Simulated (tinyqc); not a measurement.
Classical Heisenberg spin chain: exact results, Metropolis, heat-bath and over-relaxation steps, and a Monte Carlo run: one step, computed by the program tinyqc. Command: `OMP_NUM_THREADS=1 python tinyqc.py 3130308 3130309 out.jsonl heismc walk`. One thread of a shared host (Intel(R) Xeon(R) Processor @ 2.30GHz), about 0.2 s of CPU time with the checks.

E = -J sum_i s_i . s_(i+1) for unit vectors s_i on an open chain; K = J/(k_B T).

Problem. Four single-spin steps. The given spins are first normalised. Spins 2 and 3 are updated in turn, with h = K (sum of the two neighbours). Heat bath: cos(theta) = 1 + ln(1 - r1 (1 - exp(-2 |h|)))/|h| about n = h/|h|, azimuth 2 pi r2 = phi in the frame a = n x z/|n x z|, b = n x a: s = n cos(theta) + sin(theta)(a cos(phi) + b sin(phi)); r1, r2 are the first two numbers of the row. Steps 2 and 4 are reflections, s -> 2 (s . h) h/|h|^2 - s, which keep the energy and use no random number.

Inputs (values chosen for the exercise, for a model chain of large moments): temperature T = 77.1 K.

Update: heat bath with over-relaxation.

four neighbouring spins (rows; components x, y, z):
```
         1        2        3
1  -0.9942   0.0764   0.0757
2  -0.4160  -0.4008   0.8162
3  -0.7447   0.1268   0.6553
4   0.2107   0.6524  -0.7280
```

random numbers, one row a step:
```
        1       2       3
1  0.7536  0.0660  0.1672
2  0.6731  0.1894  0.8969
3  0.6110  0.6122  0.4841
4  0.8645  0.8104  0.3066
```

K = 3.762814

Give: the table «Steps» with the columns |h|, h . s before, h . s after, move, x, y, z.

Solution.

Steps:

| spin | \|h\| | h . s before | h . s after | move | x | y | z |
|---|---|---|---|---|---|---|---|
| 2 | 7.139 | 4.661 | 5.738 | heat bath | -0.7652 | 0.6376 | 0.0885 |
| 3 | 5.806 | 0.593 | 0.593 | reflection | 0.6713 | 0.0439 | -0.7399 |
| 2 | 2.815 | 0.997 | 1.877 | heat bath | -0.8876 | -0.2752 | -0.3693 |
| 3 | 5.055 | 1.407 | 1.407 | reflection | -0.9519 | 0.1125 | 0.2850 |
